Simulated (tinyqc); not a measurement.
## p-n diode with diffusion and depletion-layer recombination: currents and ideality against junction voltage

Abrupt junction in the depletion approximation, low injection, full ionisation, neutral widths fixed, ohmic contact on the p side. Vj is the junction voltage; where a series resistance Rs is given, V = Vj + J Rs is the terminal voltage.

ni = sqrt(Nc Nv) exp(-Eg/(2 Vt)), Eg in volts; D = mu Vt; Ln = sqrt(Dn tn), Lp = sqrt(Dp tp); J0n = q ni^2 Dn coth(wp/Ln)/(Ln Na); J0p = (q ni^2 Dp/(Lp Nd)) (s + tanh(wn/Lp))/(1 + s tanh(wn/Lp)), s = Sp Lp/Dp. J_diff = (J0n + J0p)(exp(Vj/Vt) - 1). Vbi = Vt ln(Na Nd/ni^2), W = sqrt(2 eps0 eps_r (Vbi - Vj)(1/Na + 1/Nd)/q), xp = W Nd/(Na + Nd), xn = W Na/(Na + Nd); u(x) = q Na (x + xp)^2/(2 eps0 eps_r) for x < 0 and Vbi - Vj - q Nd (xn - x)^2/(2 eps0 eps_r) for x > 0; p = Na exp(-u/Vt), n = Nd exp((u - Vbi + Vj)/Vt); U = ni^2 (exp(Vj/Vt) - 1)/(tp (n + ni exp(Et/Vt)) + tn (p + ni exp(-Et/Vt))); J_scr = q times the integral of U from -xp to xn. J = J_diff + J_scr. Ideality = (1/Vt) dVj/d ln J or (1/Vt) dV/d ln J; last column ni^2 exp(Vj/Vt)/N^2.

Parameters, values chosen for the exercise; band and dielectric values close to those of 4H silicon carbide: temperature T = 300 K; band gap Eg = 3.32 eV; relative permittivity eps_r = 9.52; conduction-band density of states at T Nc = 1.71e19 cm^-3; valence-band density of states at T Nv = 2.54e19 cm^-3; acceptor density Na = 1.1e17 cm^-3; donor density Nd = 5.6e16 cm^-3; electron mobility in the p side mun = 500 cm^2/(V s); hole mobility in the n side mup = 79 cm^2/(V s); electron lifetime tn = 2e-8 s; hole lifetime tp = 3e-9 s; neutral width of the p side wp = 2.5 um; neutral width of the n side wn = 290 um; recombination velocity at the n contact Sp = 1e7 cm/s; series resistance Rs = 0.00012 ohm cm^2; trap level above the intrinsic level Et = 0 eV.

Constants: q = 1.602176634e-19 C, kB = 1.380649e-23 J/K, Vt = kB T/q, eps0 = 8.8541878128e-14 F/cm where lengths are in cm. Results are converted to the units shown.

Currents and ideality against junction voltage:

| Vj (V) | J_diff (A/cm^2) | J_scr (A/cm^2) | J (A/cm^2) | V (V) | ideality against Vj | ideality against V | minority/doping, lighter side |
|---|---|---|---|---|---|---|---|
| 0.76 | 6.678e-36 | 3.590e-20 | 3.590e-20 | 0.7600 | 1.977 | 1.977 | 1.366e-38 |
| 1.02 | 1.558e-31 | 5.838e-18 | 5.838e-18 | 1.020 | 1.974 | 1.974 | 3.185e-34 |
| 1.29 | 5.349e-27 | 1.166e-15 | 1.166e-15 | 1.290 | 1.969 | 1.969 | 1.094e-29 |
| 1.55 | 1.248e-22 | 1.938e-13 | 1.938e-13 | 1.550 | 1.964 | 1.964 | 2.551e-25 |
| 1.82 | 4.284e-18 | 3.996e-11 | 3.996e-11 | 1.820 | 1.955 | 1.955 | 8.761e-21 |
| 2.08 | 9.993e-14 | 6.951e-9 | 6.951e-9 | 2.080 | 1.942 | 1.942 | 2.043e-16 |
| 2.35 | 3.431e-9 | 1.551e-6 | 1.555e-6 | 2.350 | 1.913 | 1.913 | 7.017e-12 |
| 2.61 | 8.004e-5 | 3.179e-4 | 3.979e-4 | 2.610 | 1.579 | 1.579 | 1.637e-7 |
| 2.88 | 2.748 | 0.1229 | 2.871 | 2.880 | 1.018 | 1.031 | 0.005621 |

What does the comparison show?

The ideality against Vj falls from 1.98 to 1.02. Diffusion overtakes recombination in the layer between Vj = 2.61 and 2.88 V. J_scr alone has an ideality of 1.98 between the first two rows and 1.75 between the last two.

Numbers from tinyqc (`OMP_NUM_THREADS=1 python tinyqc.py 2260011 2260012 out.jsonl`; about 0.01 s on one thread of a shared Intel Xeon 2.30GHz).
